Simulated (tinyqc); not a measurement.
Abrupt p-n junction, non-linear Poisson equation by Newton steps: two steps of the calculation.

One dimension, p side on the left, n side on the right; net doping C = -Na for x < 0 and +Nd for x > 0. The potential psi is counted from the intrinsic level, and the quasi-Fermi potentials are flat: 0 for holes and -V for electrons, so n = ni exp((psi + V)/Vt) and p = ni exp(-psi/Vt) (Boltzmann statistics, full ionisation, no current). Under reverse bias this makes the minority densities vanishingly small everywhere; they play no part in the charge.

Parameters, values chosen for the exercise; band and dielectric values close to those of gallium phosphide:
```
symbol    value   unit                                 meaning
T           300      K                             temperature
Eg         2.22     eV                                band gap
eps_r      11.1                          relative permittivity
Nc      1.83e19  cm^-3  conduction-band density of states at T
Nv       1.9e19  cm^-3     valence-band density of states at T
Na       2.2e15  cm^-3          acceptor density of the p side
Nd       1.1e16  cm^-3             donor density of the n side
V          -0.6      V   bias of the p side against the n side
```

Constants: q = 1.602176634e-19 C, kB = 1.380649e-23 J/K, Vt = kB T/q, eps0 = 8.8541878128e-14 F/cm where lengths are in cm. Results are converted to the units shown.

Question 1. Densities, residual and Jacobian diagonal. n_i = ni exp((psi_i + V)/Vt), p_i = ni exp(-psi_i/Vt), rho_i = p_i - n_i + C_i, g_i = (n_i + p_i)/Vt. Box widths w_i = (h_(i-1) + h_i)/2 in cm. Residual F_i = a_i (psi_(i+1) - psi_i) - a_(i-1) (psi_i - psi_(i-1)) + q rho_i w_i; Jacobian: a_(i-1) and a_i beside the diagonal, b_i = -a_(i-1) - a_i - q g_i w_i on it. The two end nodes are fixed.

```
node  x (nm)  psi at the start (V)  net doping C (cm^-3)
0      -2180            -0.8761695               -2.2e15
1      -1350            -0.8761695               -2.2e15
2       -820            -0.7773473               -2.2e15
3       -479            -0.2817347               -2.2e15
4       -260             0.2564813               -2.2e15
5       -119             0.6940273               -2.2e15
6        -29             1.0105928               -2.2e15
7         29             1.2209461                1.1e16
8       94.8             1.3968159                1.1e16
9        169             1.5019977                1.1e16
10       254             1.5177767                1.1e16
11       350             1.5177767                1.1e16
12       459             1.5177767                1.1e16
13       582             1.5177767                1.1e16
```

coupling a_i, interval 0 to 12 (F/cm^2): 1.1841143e-8  1.8543676e-8  2.8821550e-8  4.4877390e-8  6.9703181e-8  1.0920165e-7  1.6945084e-7  1.4936396e-7  1.3245483e-7  1.1562528e-7  1.0237655e-7  9.0166500e-8  7.9903646e-8
ni = 4.2016808 cm^-3

Give: n; p; residual F; diagonal b.

Answer 1.

```
node  n (cm^-3)  p (cm^-3)
0     6.681e-25   2.200e15
1     6.681e-25   2.200e15
2     3.055e-23   4.812e13
3     6.470e-15    2.272e5
4      7.121e-6   2.064e-4
5         159.6  9.210e-12
6       3.320e7  4.428e-17
7      1.135e11  1.295e-20
8      1.022e14  1.439e-23
9      5.975e15  2.460e-25
10     1.100e16  1.336e-25
11     1.100e16  1.336e-25
12     1.100e16  1.336e-25
13     1.100e16  1.336e-25
```

```
node  residual F (1e-9 C/cm^2)  diagonal b (F/cm^2)
1                        1.833            -9.575e-7
2                       -2.563            -6.035e-8
3                        0.000            -7.370e-8
4                        0.000            -1.146e-7
5                        0.000            -1.789e-7
6                       -1.533            -2.787e-7
7                        1.533            -3.188e-7
8                       -0.115            -2.863e-7
9                       -5.698            -5.428e-7
10                      -1.824            -8.350e-7
11                       0.000            -8.913e-7
12                       0.000            -9.609e-7
```

Question 2. Check against the exact first integral and the depletion approximation. ni = sqrt(Nc Nv) exp(-Eg/(2 Vt)), Eg in volts. Exact first integral for an abrupt junction with thick neutral sides: psi_p = -Vt ln(Na/ni), psi_n = Vt ln(Nd/ni) - V, psi_j = (Nd psi_n + Na psi_p - Vt (Nd - Na))/(Na + Nd) at the junction, n_j = ni exp((psi_j + V)/Vt), p_j = ni exp(-psi_j/Vt), and E_j^2 = (2 q/(eps0 eps_r)) [Nd (psi_n - psi_j - Vt) + Vt (n_j + p_j)] (minority densities of the neutral sides neglected). Depletion approximation: Vbi = Vt ln(Na Nd/ni^2), W = sqrt(2 eps0 eps_r (Vbi - V)(1/Na + 1/Nd)/q), xp = W Nd/(Na + Nd), xn = W Na/(Na + Nd), peak field 2 (Vbi - V)/W, capacitance eps0 eps_r/W.

Find: psi_j; exact field at the junction; Vbi; W; peak field in the depletion approximation.

Answer 2.

psi_j = 1.102 V
exact field at the junction = 37.42 kV/cm
Vbi = 1.794 V
W = 1266 nm
peak field in the depletion approximation = 37.83 kV/cm

Computed by the program tinyqc: `OMP_NUM_THREADS=1 python tinyqc.py 2000153 2000154 out.jsonl`, one thread of a shared Intel Xeon 2.30GHz, about 0.02 s for the whole run.
